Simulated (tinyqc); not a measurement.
Free and nearly free electrons in a metal: sweeps and comparisons. A value that a table varies takes the place of the one given here.

The cubic cell holds 4 atoms: n = 4 z/a^3, kF = (3 pi^2 n)^(1/3), EF = c kF^2/m, vF = 2 c kF/(m hbar), c = hbar^2/2m0; rs = (3/(4 pi n))^(1/3)/a0; D(EF) = 3 n/(2 EF).

Two plane waves k and k - G, G = (111) (2 pi/a): H = [[c k^2/m, V], [V, c (k - G)^2/m]] with c = hbar^2/2m0.

Square wire of width w with grain size w: rho/rho0 = 1/(1 - 3 al/2 + 3 al^2 - 3 al^3 ln(1 + 1/al)) + (3/4) (1 - p) l/w, with al = (l/w) Rg/(1 - Rg) (Mayadas-Shatzkes plus the thick-wire form of Fuchs-Sondheimer); l = hbar kF/(n e^2 rho), e = 1.602176634e-19 C.

Constants: hbar^2/2m0 = 3.80998211 eV angstrom^2; hbar = 6.58211957e-16 eV s; a0 (Bohr radius) = 0.5291772105 angstrom.

Parameters, chosen for this exercise (near those of Ag, whose d bands this model ignores; not measured data): a = 4.084 angstrom (fcc lattice constant); z = 1 (free electrons an atom); m = 1 m0 (mass); rho = 1.78 micro-ohm cm (bulk resistivity); p = 0.2 (specularity of the surfaces); Rg = 0.31 (reflection at grain boundaries); w = 10 nm (wire width).

## When the Fermi surface touches the face

On the face the lower band is E = c (G^2/4 + q^2)/m - V, q along the face. EF is held at its free value. A neck opens where EF > c G^2/(4m) - V, with radius q; the second band fills where EF > c G^2/(4m) + V.

Necks:

| V (eV) | lower band at the face centre (eV) | neck radius (1/angstrom) | radius/kF |
|---|---|---|---|
| 0.2 | 6.564 | - | - |
| 0.5 | 6.264 | - | - |
| 0.8 | 5.964 | - | - |
| 1.1 | 5.664 | - | - |
| 1.4 | 5.364 | 0.1954 | 0.163 |
| 1.8 | 4.964 | 0.3784 | 0.315 |
| 2.2 | 4.564 | 0.4982 | 0.414 |
| 2.6 | 4.164 | 0.5943 | 0.494 |

EF = 5.509 eV
c G^2/(4m) = 6.764 eV

Contact needs V > 1.255 eV. It is first met at V = 1.4 eV of those listed, and the radius then grows as the square root of the excess, to 0.494 kF at 2.6 eV. EF is held at its free value here; a count of states lowers it as V grows, strongly for V of an eV or more, so the threshold is a lower bound, the radii are upper bounds, and some necks may vanish.

## Resistivity of narrow wires

Wires:

| w (nm) | al | grain term (factor - 1) | surface term | rho (micro-ohm cm) |
|---|---|---|---|---|
| 200 | 0.106 | 0.155 | 0.142 | 2.31 |
| 100 | 0.212 | 0.304 | 0.284 | 2.83 |
| 50 | 0.425 | 0.598 | 0.567 | 3.85 |
| 30 | 0.708 | 0.983 | 0.945 | 5.21 |
| 20 | 1.062 | 1.461 | 1.418 | 6.90 |
| 14 | 1.517 | 2.072 | 2.025 | 9.07 |
| 10 | 2.123 | 2.885 | 2.836 | 11.96 |
| 7 | 3.033 | 4.101 | 4.051 | 16.29 |

l = 47.26 nm

At 7 nm the resistivity is 9.15 times the bulk value; grain boundaries add more (4.10 from grains, 4.05 from surfaces). It passes twice the bulk value between 100 and 50 nm. The surface formula is meant for w above l = 47 nm, so the rows below that are rough.

## What sets the wire resistivity

All results formed anew. Each row changes one parameter from the base and keeps the others.

Results:

| case | EF (eV) | l (nm) | wire rho (micro-ohm cm) |
|---|---|---|---|
| base | 5.509 | 47.26 | 11.962 |
| a = 4.207 angstrom | 5.192 | 50.15 | 12.580 |
| m = 1.2 m0 | 4.591 | 47.26 | 11.962 |
| rho = 2.136 micro-ohm cm | 5.509 | 39.38 | 12.333 |
| p = 0.5 | 5.509 | 47.26 | 10.070 |
| Rg = 0.217 | 5.509 | 47.26 | 10.022 |
| w = 7 nm | 5.509 | 47.26 | 16.291 |

The largest shifts from the base row, up to three for each result and ties (the steps differ in size, so this ranks the rows, not the parameters). EF (eV): m -0.918, a -0.317; unchanged at the printed digits by rho, p, Rg and w. l (nm): rho -7.88, a +2.89; unchanged at the printed digits by m, p, Rg and w. wire rho (micro-ohm cm): w +4.329, Rg -1.941, p -1.893; unchanged at the printed digits by m. The mass drops out of l at given rho, because vF falls and tau rises by the same factor.

tinyqc: `OMP_NUM_THREADS=1 python tinyqc.py 1680213 1680214 out.jsonl`; about 0.01 s, one thread, shared Intel(R) Xeon(R) Processor @ 2.30GHz.
